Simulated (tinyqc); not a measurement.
# Pull-up strength from the switching point

Problem. Transistor (EKV form, voltages against the body): I = 2 n b Vt^2 [F(vp - Vs) - F(vp - Vd)] from drain to source, F(v) = ln^2(1 + exp(v/(2 Vt))), vp = (Vg - VT + sg |Vd - Vs|)/n. n-channel bodies are at 0; for the p-channel device all voltages are counted down from Vdd. b in uA/V^2 gives I in uA. In an inverter In(Vg = Vd = VM) equals Ip at the switching point VM. Find bp and the current there.

Inputs (values chosen for the exercise):
```
symbol,value,unit,meaning
T,300,K,temperature
Vdd,0.6,V,supply voltage
n,1.3,,slope factor
sg,0.119,,drain-induced barrier lowering
VTn,0.37,V,n-channel threshold
VTp,0.43,V,p-channel threshold (magnitude)
bn,670,uA/V^2,gain factor of the pull-down transistor
```

Constants: q = 1.602176634e-19 C, kB = 1.380649e-23 J/K, Vt = kB T/q. Results are converted to the units shown.

VM = 0.261253859 V

Solution. Ip is proportional to bp, so bp is In(VM) over the p-channel current for unit b.

bp = 340.0 uA/V^2
current at VM = 0.08727 uA

Numbers from tinyqc (`OMP_NUM_THREADS=1 python tinyqc.py 2340163 2340164 out.jsonl`; about 0.06 s on one thread of a shared Intel Xeon 2.30GHz).
